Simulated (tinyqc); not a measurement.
Front-illuminated p-i-n photodiode, quantum efficiency and bandwidth: one step of the calculation.

Light enters through a p layer (0 to xp), a depleted layer (xp to xp + wi) and a thick n substrate, decaying as exp(-al x); one pass, no back reflection. Carriers made in the depleted layer are all collected; those in the neutral layers diffuse.

Question. Quantum efficiency. k = al Ln, s = S Ln/Dn, e = exp(-al xp); front layer f1 = (k/(k^2 - 1)) {[s + k - e (s cosh(xp/Ln) + sinh(xp/Ln))]/[s sinh(xp/Ln) + cosh(xp/Ln)] - k e}; depleted layer f2 = e (1 - exp(-al wi)); substrate f3 = e exp(-al wi) al Lp/(1 + al Lp); external efficiency (1 - Rf)(f1 + f2 + f3); responsivity = efficiency q lam/(h c).

Parameters, values chosen for the exercise; values close to those of silicon at this wavelength:
```
symbol,value,unit,meaning
lam,650,nm,wavelength
al,3260,1/cm,absorption coefficient
Rf,0.3,,reflectance of the front face
xp,0.094,um,thickness of the front p layer
wi,3,um,thickness of the depleted layer
Dn,10,cm^2/s,electron diffusion coefficient in the p layer
Ln,0.35,um,electron diffusion length in the p layer
S,1e6,cm/s,recombination velocity of the front surface
Lp,35,um,hole diffusion length in the thick n substrate
```

Constants: q = 1.602176634e-19 C, h = 6.62607015e-34 J s, c = 299792458 m/s. Results are converted to the units shown.

Give: s; f1; f2; f3; external efficiency; responsivity.

Answer.

s = 3.5000
f1 = 0.022508
f2 = 0.60511
f3 = 0.33532
external efficiency = 0.67406
responsivity = 0.35338 A/W

The front layer absorbs 3.02 % of the light that enters and collects 74.6 % of that. Diffusion from the neutral layers makes up 37.2 % of the current.

Numbers from tinyqc (`OMP_NUM_THREADS=1 python tinyqc.py 2250112 2250113 out.jsonl`; about 0.01 s on one thread of a shared Intel Xeon 2.30GHz).
